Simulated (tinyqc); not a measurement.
IGBT as a p-i-n diode in series with a MOS channel, on-state and switching loss: one step of the calculation.

High injection (n = p) in a drift layer from x = -W/2 (anode) to +W/2 (cathode side), recombination only in the layer with lifetime tau, ideal emitters. The channel feeds the cathode side and carries the whole current. Auger recombination, carrier-carrier scattering, emitter losses and the carrier dip under the p body are left out.

Problem. On-state voltage. n(x) = (tau J/(2 q La))[cosh(x/La)/sinh y - B sinh(x/La)/cosh y]. Vm = Vt [(8 b/(b + 1)^2)(sinh y/s) arctan(s sinh y) + B ln((1 + B tanh^2 y)/(1 - B tanh^2 y))], s = sqrt(1 - B^2 tanh^2 y); Vj = Vt ln(n(-W/2) n(W/2)/ni^2), ni = sqrt(Nc Nv) exp(-Eg/(2 Vt)), Eg in volts; Vc = J Rch; Von = Vm + Vj + Vc.

Parameters, values chosen for the exercise; material values close to those of silicon:
- T = 300 K (temperature)
- Eg = 1.14 eV (band gap)
- Nc = 2.79e19 cm^-3 (conduction-band density of states at T)
- Nv = 2.66e19 cm^-3 (valence-band density of states at T)
- tau = 6.2 us (high-injection lifetime)
- J = 150 A/cm^2 (current density)
- Rch = 0.81 mohm cm^2 (channel and accumulation resistance)

Constants: q = 1.602176634e-19 C, kB = 1.380649e-23 J/K, Vt = kB T/q. Results are converted to the units shown.

b = 2.9166667
B = 0.48936170
La = 107.04432 um
y = 0.93419249

Wanted: Vm; Vj; Vc; Von.

Solution.

Vm = 0.042509 V
Vj = 0.91589 V
Vc = 0.12150 V
Von = 1.0799 V

Vm does not depend on J, since the carrier density grows with it. Junctions, layer and channel take 85, 3.9 and 11 % of Von.

Program tinyqc, `OMP_NUM_THREADS=1 python tinyqc.py 2590040 2590041 out.jsonl`; Intel Xeon 2.30GHz, shared host, one thread, about 0.01 s.
